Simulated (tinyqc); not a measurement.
From one set of inputs to another, one input at a time: precursor delivery and alloy composition in metal-organic vapour-phase epitaxy. Computed by tinyqc, a small Python program. Command: `OMP_NUM_THREADS=1 python tinyqc.py 3009508 3009509 out.jsonl movpe ladder`. One thread of a shared host (Intel(R) Xeon(R) Processor @ 2.30GHz), about 0.01 s of CPU time with the checks.

Carrier gas leaves each bubbler saturated. Group-III species cross a boundary layer and react at the surface; element 2 can also desorb. The film is (1)_(1-x) (2)_x V with a zinc-blende cell.

The inputs printed are set A. Set A is close to those used for AlGaAs from TMAl and TEGa; the values taken over come from a set close to those used for InGaP from TEGa and TMIn. Inputs not listed in the table keep their values of set A, so the rows need not describe a real material.

Inputs (values chosen for the exercise, close to those used for AlGaAs from TMAl and TEGa): source 1: a in log10(p/torr) = a - b/T = 8.22; source 1: b = 2134 K; source 1: bath temperature = 22 C; source 1: carrier flow = 35 sccm; source 2: a = 8.08; source 2: b = 2162 K; source 2: bath temperature = 22 C; source 2: carrier flow = 8.3 sccm; bubbler pressure p_b = 1000 torr; group-V hydride flow = 93 sccm; total flow = 5.5 slm; reactor pressure p = 760 torr; diffusivity D0 at 273.15 K and 760 torr = 0.42 cm^2/s; boundary layer delta = 0.95 cm; prefactor of the surface rate k_s = 1.4e+13 cm/s; energy of k_s = 1.83 eV; prefactor of the loss of element 2 = 1.1e+18 layers/s; energy of the loss = 3.59 eV; lattice constant a = 5.655 angstrom; growth temperature T = 630 C.

Constants: k_B = 1.380649e-23 J/K; k_B = 8.617333262e-05 eV/K.

Method:
- Temperatures in kelvin are T(C) + 273.15.
- Vapour pressure p_v = 10^(a - b/T); precursor flow = carrier flow x p_v/(p_b - p_v); 1 sccm = 44.615 micromol/min; V/III = hydride flow over the sum of both; gas share x_g = F2/(F1 + F2).
- Partial pressure p_i = p F_i/(44615 x total flow in slm); density n_i = p_i/(k_B T), 1 torr = 133.322 Pa; D = D0 (T/273.15)^1.75 (760/p), h = D/delta, the same for both; k_s = prefactor x exp(-energy/(k_B T)); arrival J_i = n_i/(1/h + 1/k_s); in layers per second g_i = J_i a^2/2 (two group-III sites per a^2 on (001)).
- Loss of element 2 is r x with r = prefactor x exp(-energy/(k_B T)). Then x = (g2 - r x)/(g1 + g2 - r x), or r x^2 - (g1 + g2 + r) x + g2 = 0, smaller root; growth rate G = g1/(1 - x) layers/s; one layer is a/2 thick, 1 angstrom/s = 0.36 um/h.
- Distribution coefficient = [x/(1 - x)]/[x_g/(1 - x_g)], x_g = g2/(g1 + g2).

Each row keeps all changes above it:
```
input moved                                                                         from            to  solid share x  growth rate G (um/h)  distribution coefficient
set A                                                                                  -             -        0.12057                3.3694                   0.99693
source 1: carrier flow (sccm)                                                         35            15        0.24179                1.6749                   0.99384
total flow (slm)                                                                     5.5           6.7        0.24154                1.3745                   0.99251
reactor pressure p (torr)                                                            760           100        0.24151                1.3377                   0.99230
prefactor of the loss of element 2 (layers/s) and energy of the loss (eV)  1.1e+18, 3.59  8.4e+15, 3.1        0.23712                1.3301                   0.96870
growth temperature T (C)                                                             630           580        0.24228                1.1885                   0.99651
boundary layer delta (cm)                                                           0.95          0.97        0.24227                1.1665                   0.99644
bubbler pressure p_b (torr)                                                         1000           400        0.24151                2.9570                   0.99859
```

Solid share x goes from 0.121 to 0.242, a factor 2.00 in all. The largest single move comes from source 1: carrier flow (a factor 2.01). Growth rate G goes from 3.37 to 2.96, a factor 0.878 in all. The largest single move comes from bubbler pressure p_b (a factor 2.54), but it runs against the net change; the largest move in the direction of the net change is source 1: carrier flow (a factor 0.497). Distribution coefficient goes from 0.997 to 0.999, a factor 1.0017 in all. The largest single move comes from growth temperature T (a factor 1.029), and prefactor of the loss of element 2 with energy of the loss works against it (a factor 0.9762). The single moves hold for this order of the switches; the total does not depend on the order.

Caution (all rows): trimethylaluminium is largely a dimer in the vapour, which would double its metal flow; it is counted as a monomer here. Caution (all rows): the lattice constant is held fixed as x changes, delta does not respond to the flow, both precursors share one D and k_s, and gas-phase side reactions are left out.

Extremes, crossings and ranges named in words are read from the listed rows.
